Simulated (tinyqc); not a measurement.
Leakage through a gate insulator: direct, Fowler-Nordheim, trap-assisted and Poole-Frenkel currents: one step, computed by the program tinyqc.

Electrons enter from the cathode Fermi level at x = 0; the conduction band of the insulator lies phi_b - e F x above it, F = V/t. WKB exponents use a parabolic band with mass m.

Task: One trap at several depths. For a level a distance phi(x) below the band, the WKB exponent is 2 int kappa dx with kappa = sqrt(m phi/(hbar^2/2m_0)); for a linear barrier from phi_1 down to phi_2 = max(phi_1 - e F d, 0) it is G = (4/3) sqrt(m/(hbar^2/2m_0)) (phi_1^(3/2) - phi_2^(3/2))/(e F). A trap at depth x lies phi_t below the band. Capture: tunnel at the cathode Fermi level from 0 to x (G_in from phi_1 = phi_b), rate nu_0 exp(-G_in - E_c/k_B T) with E_c = E_a + max(phi_b - phi_t - e F x, 0), the last term being the height of the trap above the cathode Fermi level. Emission: tunnel from the trap level to the anode (G_out from phi_1 = phi_t over t - x), rate nu_0 exp(-G_out - E_a/k_B T). Re-emission to the cathode follows from detailed balance, rate_back = rate_in exp(dE/k_B T) with dE = phi_b - phi_t - e F x. Each trap passes R = rate_in rate_out/(rate_in + rate_back + rate_out) electrons per second; filling from the anode is left out. Depths: t times 0.08, 0.2, 0.32, 0.44, 0.56, 0.68, 0.8 and 0.92, rounded to 0.01 nm.

Inputs (values chosen for the exercise, with an insulator like Al2O3):
```
quantity                        value  unit
thickness t                       3.9    nm
barrier phi_b                    2.18    eV
tunnelling mass m                0.38   m_0
voltage across the insulator V      2     V
trap depth phi_t                  1.6    eV
attempt rate nu_0               1e+13   1/s
activation of capture E_a        0.13    eV
temperature T                     250     K
```

Constants: k_B = 8.617333262e-05 eV/K; hbar^2/(2 m_0) = 3.80998212 eV angstrom^2.

Give: Rates.

Result:

Rates:
```
x (nm)   G_in  G_out  E_c (eV)  rate in (1/s)  rate back (1/s)  rate out (1/s)    R (1/s)
0.31     2.84  16.62    0.5510      4.565e+00        1.403e+09       1.453e+03  4.727e-06
0.78     6.93  16.62    0.3100      5.511e+03        2.344e+07       1.453e+03  3.415e-01
1.25    10.75  15.65    0.1300      5.121e+05        3.014e+04       3.838e+03  3.599e+03
1.72    14.29  13.87    0.1300      1.494e+04        1.217e-02       2.268e+04  9.007e+03
2.18    17.44  11.62    0.1300      6.371e+02        9.113e-09       2.145e+05  6.352e+02
2.65    20.32   8.91    0.1300      3.581e+01        7.090e-15       3.243e+06  3.581e+01
3.12    22.80   5.82    0.1300      2.994e+00        8.204e-21       7.077e+07  2.994e+00
3.59    24.81   2.41    0.1300      4.026e-01        1.527e-26       2.142e+09  4.026e-01
```

The most effective of these traps sits at 1.72 nm, 44 % of the way; where rate back exceeds rate out, re-emission drains the trap, and elsewhere the slower forward step limits R; the best depth is near where rate in and rate out cross.
